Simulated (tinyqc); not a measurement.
# Mobility and doping from two currents

Question. A trap-free film with injecting contacts is fitted, with diffusion neglected, by J = q mu N V/Lf + (9/8) eps0 eps_r mu V^2/Lf^3. Find mu, N and the voltage at which both terms are equal.

Values chosen for this exercise:
- eps_r = 11.7 (relative permittivity)
- Lf = 220 nm (film thickness)

Constants: q = 1.602176634e-19 C, eps0 = 8.8541878128e-14 F/cm where lengths are in cm. Results are converted to the units shown.

J at 3 and 15 V (A/cm^2): [681.95792, 6561.9736]

Answer. J/V is a straight line in V: the slope gives mu and the intercept mu N.

mu = 0.1600 cm^2/(V s)
N = 1.500e17 cm^-3
crossover voltage = 9.981 V

Program tinyqc, `OMP_NUM_THREADS=1 python tinyqc.py 2730023 2730024 out.jsonl`; Intel Xeon 2.30GHz, shared host, one thread, about 3 s.
